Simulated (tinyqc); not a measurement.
Worked calculation: Hueckel theory of the pi electrons, for the molecule O=C1C=CC(=O)C=C1 (SMILES; centres numbered as the heavy atoms are written). One step of it, computed by the program tinyqc.

Task: Energy, charges, bond orders. E = sum n x; q_r = z_r - P_rr; bond order p = P_rs; free valence = sqrt(3) - sum of p over the bonds of the atom.

x values: 2.282087  1.848404  1.076319  1.000000  0.354987  -1.000000  -1.248406  -2.093391

occupations: 2.000000  2.000000  2.000000  2.000000  0.000000  0.000000  0.000000  0.000000

charge and bond-order matrix P:
```
           1O         2C         3C         4C         5C         6O         7C         8C
1O   1.456320   0.697190   0.044190  -0.268377  -0.193126   0.347047  -0.268377   0.044190
2C   0.697190   0.711210   0.412785   0.161915  -0.003370  -0.193126   0.161915   0.412785
3C   0.044190   0.412785   0.916235   0.828161   0.161915  -0.268377  -0.171839  -0.083765
4C  -0.268377   0.161915   0.828161   0.916235   0.412785   0.044190  -0.083765  -0.171839
5C  -0.193126  -0.003370   0.161915   0.412785   0.711210   0.697190   0.412785   0.161915
6O   0.347047  -0.193126  -0.268377   0.044190   0.697190   1.456320   0.044190  -0.268377
7C  -0.268377   0.161915  -0.171839  -0.083765   0.412785   0.044190   0.916235   0.828161
8C   0.044190   0.412785  -0.083765  -0.171839   0.161915  -0.268377   0.828161   0.916235
```

Centres:
```
centre  z_r, pi electrons of the neutral centre         h
1O                                            1  1.110000
2C                                            1  0.000000
3C                                            1  0.000000
4C                                            1  0.000000
5C                                            1  0.000000
6O                                            1  1.110000
7C                                            1  0.000000
8C                                            1  0.000000
```

Bonds:
```
i  j         k
1  2  0.920000
2  3         1
3  4         1
4  5         1
5  6  0.920000
5  7         1
7  8         1
8  2         1
```

Give: pi energy = 8 alpha + this times beta; pi charges; Bond orders and lengths from R = 1.517 - 0.180 p; free valence of the carbons; gap between the highest filled and the next level.

Result:

pi energy = 8 alpha + this times beta = 12.4136

pi charges: 1O -0.4563, 2C 0.2888, 3C 0.0838, 4C 0.0838, 5C 0.2888, 6O -0.4563, 7C 0.0838, 8C 0.0838

Bond orders and lengths from R = 1.517 - 0.180 p (angstrom, C-C alone):
```
bond       p       R
1-2   0.6972       -
2-3   0.4128  1.4427
3-4   0.8282  1.3679
4-5   0.4128  1.4427
5-6   0.6972       -
5-7   0.4128  1.4427
7-8   0.8282  1.3679
8-2   0.4128  1.4427
```

free valence of the carbons: 2C 0.2093, 3C 0.4911, 4C 0.4911, 5C 0.2093, 7C 0.4911, 8C 0.4911

gap between the highest filled and the next level = 0.6450 |beta|
